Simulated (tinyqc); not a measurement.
Sheet resistance and Hall data of a diffused or implanted layer: one step, computed by the program tinyqc.

Carriers are taken equal to the net active doping down to the junction (full ionisation, which deep dopants in wide-gap hosts do not reach; no spill-over, no depletion), and the Hall factor is 1.

Task: Dose and junction depth. N(x) = N_0 exp(-(x - R_p)^2/(2 l^2)) for x > 0, dose N_0 l sqrt(pi/2) erfc(-R_p/(l sqrt 2)), junction x_j = R_p + l sqrt(2 ln(N_0/N_B)); the layer starts at x_0 = max(0, 2 R_p - x_j).

Inputs (values chosen for the exercise, modelled on boron in silicon):
```
quantity                                 value    unit
peak concentration N_0                   4e+20  1/cm^3
length scale l                              28      nm
background doping N_B (opposite type)  7.7e+16  1/cm^3
projected range R_p                         69      nm
```

Profile: buried Gaussian (implant). Activation: limited by solubility.

Give: dose; junction depth x_j.

Result:

dose = 2.788e+15 1/cm^2

junction depth x_j = 184.8 nm
